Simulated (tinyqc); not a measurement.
X-ray photoelectron analysis of a thin oxide on a semiconductor: attenuation lengths, thickness, angle series and band offsets: one step, computed by the program tinyqc.

The same element is seen in the oxide and in the substrate, at nearly the same kinetic energy; films are flat and uniform, and the work function is ignored.

Task: Inelastic mean free paths. TPP-2M: lambda = E/(E_p^2 [b ln(c E) - C/E + D/E^2]) in angstrom, E_p = 28.8 sqrt(N_v rho/M), b = -0.10 + 0.944/sqrt(E_p^2 + E_g^2) + 0.069 rho^0.1, c = 0.191/sqrt(rho), U = N_v rho/M, C = 1.97 - 0.91 U, D = 53.4 - 20.8 U, with E = photon energy less binding energy in eV. Attenuation length L = factor x lambda.

Inputs (values chosen for the exercise, modelled on SiO2 on silicon):
```
quantity,value,unit
photon energy,1486.6,eV
binding energy of the core level,99.4,eV
oxide density,2.23,g/cm^3
oxide formula mass,60.08,g/mol
valence electrons per oxide formula,16,-
oxide gap,9.05,eV
substrate density,2.33,g/cm^3
substrate formula mass,28.09,g/mol
valence electrons per substrate formula,4,-
substrate gap,1.12,eV
attenuation length over inelastic mean free path,0.93,-
```

Give: kinetic energy E; the table «Terms» with the columns E_p (eV), b, c, lambda (nm), for layer = oxide, substrate; L in the oxide; L in the substrate.

Result:

kinetic energy E = 1387.2 eV

Terms:
```
layer,E_p (eV),b,c,lambda (nm)
oxide,22.194,0.014147,0.12790,3.8977
substrate,16.589,0.031866,0.12513,3.0898
```

L in the oxide = 3.6249 nm

L in the substrate = 2.8735 nm
